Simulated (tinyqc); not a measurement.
Inside a calculation. Model: hexagonal on-chip spiral inductor, lumped pi model.

Computed by the program tinyqc: `OMP_NUM_THREADS=1 python tinyqc.py 2302102 2302103 out.jsonl`, one thread of a shared Intel Xeon 2.30GHz, about 0.01 s for the whole run. Printed values are rounded.

Outer diameter do = di + 2 n wd + 2 (n - 1) sp, mean da = (do + di)/2, fill p = (do - di)/(do + di), length l = 3.464 n da. L = 2.33 mu0 n^2 da/(1 + 3.82 p), mu0 = 4 pi 1e-7 H/m. Rs = rho l/(wd delta (1 - exp(-th/delta))), delta = sqrt(rho/(pi f mu0)). Cs = n wd^2 eps0 eo/hu across the coil. At each end Cox = l wd eps0 eo/(2 ho) leads to the substrate branch Rsi = 2 rs he/(l wd) in parallel with Csi = l wd eps0 11.7/(2 he). With one end grounded Y = 1/(Rs + i w L) + i w Cs + 1/[1/(i w Cox) + 1/(1/Rsi + i w Csi)], w = 2 pi f; Q = -Im Y/Re Y. Eddy currents in neighbouring turns and in the substrate are left out.

Values chosen for this exercise; values of the order met in silicon radio-frequency processes: number of turns n = 1.5; line width wd = 20 um; space between turns sp = 3 um; inner diameter di = 140 um; metal thickness th = 3.4 um; metal resistivity rho = 1.9 uohm cm; oxide below the coil ho = 9.3 um; oxide between coil and underpass hu = 0.9 um; relative permittivity of the oxide eo = 4.1; substrate resistivity rs = 20 ohm cm; effective spreading depth in the substrate he = 50 um; frequency f = 1.2 GHz.

Constants: eps0 = 8.8541878128e-12 F/m. Results are converted to the units shown.

## Geometry and model elements

do, l, L, delta, Rs, Cs, Cox, Rsi and Csi as defined.

do = 203 um
l = 891.1140 um
L = 0.6639672 nH
delta = 2.002656 um
Rs = 0.5174632 ohm
Cs = 24.20145 fF
Cox = 34.78427 fF
Rsi = 1122.191 ohm
Csi = 18.46281 fF

Rs is 2.08 times the direct-current value in this empirical form, which overstates the skin effect of a flat slab when delta is near th and so stands in for some current crowding.

## Admittance, quality factor and apparent inductance

Series branch 1/(Rs + i w L), substrate branch, total Y, Q = -Im Y/Re Y, apparent inductance Im(1/Y)/w, metal-only value w L/Rs, share of the loss in the substrate Re(substrate branch)/Re Y.

series branch = 20.4291-197.6409i mS
substrate branch = 0.0641649+0.2333590i mS
Y = 20.4932-197.2250i mS
Q = 9.623912
apparent inductance = 0.6652930 nH
w L/Rs = 9.674494
share of the loss in the substrate = 0.3131028 %

Q is 99.5 % of the metal-only value.
